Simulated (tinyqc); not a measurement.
Pariser-Parr-Pople SCF with singles CI, for the molecule C=CC1=CC=CC1=C (SMILES; centres numbered as the heavy atoms are written), step by step. Computed by tinyqc, a small Python program that keeps every step. Settings: charge = 0, gamma = Ohno, start = huckel, damping = 0, iteration cap = 55, excitations kept = 4. Command: `OMP_NUM_THREADS=1 python tinyqc.py 25760 25761 out.jsonl` (the two numbers bound the seeds that draw the settings). One thread of a shared host (Intel(R) Xeon(R) Processor @ 2.60GHz), about 0.03 s of CPU time with the checks. Later iterations appear only in the table of the cycle.

## PPP integrals

Centres (angstrom, eV; a flat drawing with bonds scaled to 1.40 angstrom):
```
centre          x          y  core charge z          W   gamma_rr
1C       2.803000   0.218000              1  11.160000  11.130000
2C       1.661000  -0.591000              1  11.160000  11.130000
3C       0.388000  -0.006000              1  11.160000  11.130000
4C       0.114000   1.366000              1  11.160000  11.130000
5C      -1.277000   1.529000              1  11.160000  11.130000
6C      -1.861000   0.257000              1  11.160000  11.130000
7C      -0.832000  -0.692000              1  11.160000  11.130000
8C      -0.995000  -2.082000              1  11.160000  11.130000
```

Resonance integrals (eV):
```
i  j       beta
1  2  -2.390000
2  3  -2.390000
3  4  -2.390000
4  5  -2.390000
5  6  -2.390000
6  7  -2.390000
7  8  -2.390000
7  3  -2.390000
```

Ohno: gamma = 14.399645/sqrt(R^2 + a^2), a = 2 x 14.399645/(gamma_rr + gamma_ss); H_rr = -W_r - sum_(s != r) z_s gamma_rs; H_rs = beta for bonds.

repulsion gamma_rs (eV), lower triangle:
```
           1C         2C         3C         4C         5C         6C         7C         8C
1C  11.130000
2C   7.555271  11.130000
3C   5.238404   7.551001  11.130000
4C   4.503747   5.124171   7.556503  11.130000
5C   3.216727   3.742999   5.521083   7.552355  11.130000
6C   2.974965   3.743335   5.521603   5.520249   7.554860  11.130000
7C   3.632389   5.123460   7.554906   5.520341   5.520103   7.554442  11.130000
8C   3.113581   4.351308   5.124363   3.743968   3.743935   5.124879   7.555246  11.130000
```

core matrix H (eV), lower triangle:
```
            1C          2C          3C          4C          5C          6C          7C          8C
1C  -41.395084
2C   -2.390000  -48.351545
3C    0.000000   -2.390000  -55.227863
4C    0.000000    0.000000   -2.390000  -50.681335
5C    0.000000    0.000000    0.000000   -2.390000  -48.012063
6C    0.000000    0.000000    0.000000    0.000000   -2.390000  -49.154332
7C    0.000000    0.000000   -2.390000    0.000000    0.000000   -2.390000  -53.620886
8C    0.000000    0.000000    0.000000    0.000000    0.000000    0.000000   -2.390000  -43.917280
```

## Starting guess

pi electrons, sum of z_r less the charge = 8

Orbitals of the Hueckel matrix of the beta values.

P at the start, lower triangle:
```
           1C         2C         3C         4C         5C        6C        7C        8C
1C   1.036623
2C   0.882423   0.990118
3C  -0.046505   0.448413   1.065469
4C  -0.333746   0.007431   0.695880   1.072687
5C   0.053936  -0.086280  -0.092833   0.551341   1.058703
6C   0.247467  -0.046327  -0.312332  -0.106816   0.756191  1.084007
7C  -0.100264   0.021415   0.402086  -0.107482  -0.081513  0.462397  1.040166
8C  -0.179546  -0.100264   0.200961  -0.268490  -0.308443  0.186977  0.770840  0.652227
```

## Iteration 1: Fock matrix

F_rr = H_rr + P_rr gamma_rr / 2 + sum_(s != r) P_ss gamma_rs; F_rs = H_rs - P_rs gamma_rs / 2; E = tr P (H + F) / 2 + core repulsion sum_(r<s) z_r z_s gamma_rs.

F (eV), lower triangle:
```
           1C         2C         3C         4C         5C         6C         7C         8C
1C  -5.293709
2C  -5.723473  -5.279766
3C   0.121807  -4.082985  -5.254887
4C   0.751555  -0.019039  -5.019210  -4.754711
5C  -0.086749   0.161473   0.256268  -4.471961  -4.722740
6C  -0.368102   0.086709   0.862286   0.294826  -5.246458  -5.328166
7C   0.182098  -0.054859  -3.908862   0.296668   0.224980  -4.136576  -6.062047
8C   0.279516   0.218139  -0.514899   0.502609   0.577395  -0.479118  -5.301943  -5.897935
```

pi energy = -104.492753 eV

## Iteration 1: orbitals and new P

Diagonalise F (the basis is taken as orthonormal) and form P = 2 sum c c over the lowest orbitals.

orbital energies (eV): -14.882241  -12.118160  -10.964994  -9.036107  -2.700786  0.526117  2.929578  3.652631

P after iteration 1, lower triangle:
```
           1C         2C         3C         4C         5C        6C        7C        8C
1C   1.024951
2C   0.904273   0.998579
3C  -0.047223   0.410162   1.065158
4C  -0.326891   0.009888   0.741183   1.017293
5C   0.022634  -0.064300  -0.055127   0.510546   1.007693
6C   0.220238  -0.036136  -0.344987  -0.064563   0.795473  1.084426
7C  -0.062780   0.026324   0.348379  -0.074675  -0.047310  0.404650  1.013683
8C  -0.140078  -0.088455   0.180321  -0.270168  -0.310777  0.152835  0.838006  0.788217
```

## Iteration 2: Fock matrix

As before.

F (eV), lower triangle:
```
           1C         2C         3C         4C         5C         6C         7C         8C
1C  -5.381469
2C  -5.806014  -5.340377
3C   0.123686  -3.938567  -5.454986
4C   0.736118  -0.025333  -5.190377  -5.094529
5C  -0.036403   0.120338   0.152180  -4.317913  -5.066444
6C  -0.327599   0.067635   0.952441   0.178202  -5.394843  -5.524896
7C   0.114021  -0.067435  -3.705985   0.206115   0.130579  -3.918452  -5.767592
8C   0.218072   0.192447  -0.462016   0.505750   0.581765  -0.391632  -5.555672  -5.738576
```

pi energy = -104.784541 eV

## Iteration 2: orbitals and new P

As before.

orbital energies (eV): -14.919965  -12.206221  -11.149464  -9.352733  -2.424808  0.520795  2.679133  3.484396

P after iteration 2, lower triangle:
```
           1C         2C         3C         4C         5C        6C        7C        8C
1C   1.020820
2C   0.915665   0.996636
3C  -0.038074   0.388417   1.058910
4C  -0.318763   0.008978   0.763885   1.013858
5C   0.016865  -0.053471  -0.049364   0.487577   1.004766
6C   0.200611  -0.028969  -0.346277  -0.058007   0.815225  1.076123
7C  -0.054529   0.022972   0.329294  -0.066052  -0.041342  0.379244  1.002261
8C  -0.120672  -0.079821   0.172955  -0.262942  -0.300607  0.146394  0.859163  0.826626
```

## Iteration 3: Fock matrix

As before.

F (eV), lower triangle:
```
           1C         2C         3C         4C         5C         6C         7C         8C
1C  -5.423352
2C  -5.849049  -5.380607
3C   0.099723  -3.856470  -5.503500
4C   0.717814  -0.023002  -5.276149  -5.176611
5C  -0.027125   0.100071   0.136272  -4.231179  -5.145711
6C  -0.298405   0.054220   0.956001   0.160107  -5.469455  -5.555686
7C   0.099035  -0.058849  -3.633892   0.182314   0.114106  -3.822489  -5.710974
8C   0.187861   0.173663  -0.443141   0.492222   0.562726  -0.375125  -5.635594  -5.730832
```

pi energy = -104.833106 eV

## Iteration 3: orbitals and new P

As before.

orbital energies (eV): -14.934940  -12.253827  -11.178346  -9.460762  -2.354143  0.504007  2.621553  3.429185

P after iteration 3, lower triangle:
```
           1C         2C         3C         4C         5C        6C        7C        8C
1C   1.018314
2C   0.921483   0.996083
3C  -0.033093   0.376514   1.055540
4C  -0.313587   0.007783   0.775952   1.014050
5C   0.015394  -0.048443  -0.048040   0.473819   1.005571
6C   0.189716  -0.025432  -0.343436  -0.055810   0.825849  1.070735
7C  -0.052228   0.020285   0.321863  -0.062328  -0.040147  0.366728  0.998888
8C  -0.110199  -0.074995   0.167641  -0.260383  -0.294846  0.144148  0.867916  0.840819
```

## Convergence

Stop when output and input P, before any damping, agree to 1e-7.

Course of the cycle:
```
iteration         E (eV)  largest |P(out) - P(in)|
1          -104.49275348                  1.36e-01
2          -104.78454118                  3.84e-02
3          -104.83310623                  1.42e-02
4          -104.84554334                  8.23e-03
5          -104.84909149                  4.88e-03
6          -104.85017148                  2.86e-03
7          -104.85051557                  1.67e-03
8          -104.85062913                  9.73e-04
9          -104.85066775                  5.65e-04
10         -104.85068125                  3.27e-04
11         -104.85068611                  1.91e-04
...                  ...                       ...
19         -104.85068903                  6.08e-06
20         -104.85068903                  3.99e-06
21         -104.85068903                  2.62e-06
22         -104.85068903                  1.72e-06
23         -104.85068903                  1.14e-06
24         -104.85068903                  7.50e-07
25         -104.85068903                  4.95e-07
26         -104.85068903                  3.27e-07
27         -104.85068903                  2.16e-07
28         -104.85068903                  1.43e-07
29         -104.85068903                  9.47e-08
```

Converged in 29 iterations.

## Converged orbitals

Charges are z - P_rr.

orbital energies (eV): -14.938494  -12.285225  -11.185587  -9.552556  -2.286172  0.491556  2.581658  3.395136

coefficients:
```
         MO1        MO2        MO3        MO4        MO5        MO6        MO7        MO8
1C  0.134692   0.500329   0.079065   0.482974   0.277500   0.597577   0.040166   0.237267
2C  0.263724   0.599609   0.053696   0.257278  -0.086312  -0.571544  -0.076900  -0.402266
3C  0.472648   0.296065  -0.036205  -0.462905  -0.334581  -0.060968   0.096638   0.590218
4C  0.359393   0.063946  -0.452369  -0.410459   0.344235   0.275136  -0.391993  -0.381808
5C  0.320379  -0.243817  -0.521755   0.264698   0.291502  -0.222549   0.594711   0.086223
6C  0.348901  -0.369602  -0.166193   0.495141  -0.362231  -0.008869  -0.555929   0.168909
7C  0.496962  -0.235245   0.443323  -0.021112  -0.270205   0.322579   0.352110  -0.446831
8C  0.297327  -0.216804   0.537153  -0.045952   0.629211  -0.288371  -0.206775   0.228317
```

pi charges: 1C -0.015971, 2C 0.003688, 3C -0.053285, 4C -0.012733, 5C -0.008765, 6C -0.062245, 7C 0.001415, 8C 0.147896

## Singles CI, singlets

Over the 4 single excitations with the smallest orbital gaps: A = (e_a - e_i) delta + 2 (ia|jb) - (ij|ab), with (pq|rs) = sum c_mp c_mq gamma_mn c_nr c_ns. f = 2/3 w |mu|^2 in atomic units, mu = sqrt2 sum c_ia sum_m c_mi c_ma R_m.

singlet CI matrix (eV), lower triangle:
```
          4>5        3>5        2>5       4>6
4>5  2.577170
3>5  0.152231   4.889547
2>5  0.558022  -0.011576   5.319943
4>6  0.220330   0.231282  -0.188981  5.305666
```

singlet excitation energies (eV): 2.438622  4.777981  5.316209  5.559514

oscillator strengths: 0.125359  0.834717  0.420056  0.287019

## Singles CI, triplets

Over the 4 single excitations with the smallest orbital gaps: A = (e_a - e_i) delta - (ij|ab), with (pq|rs) = sum c_mp c_mq gamma_mn c_nr c_ns.

triplet CI matrix (eV), lower triangle:
```
           4>5        3>5        2>5       4>6
4>5   1.677382
3>5   0.117457   2.483929
2>5   0.629018   0.394599   4.646105
4>6  -0.401098  -0.344498  -0.634915  4.084204
```

triplet excitation energies (eV): 1.520051  2.380130  3.674850  5.316589
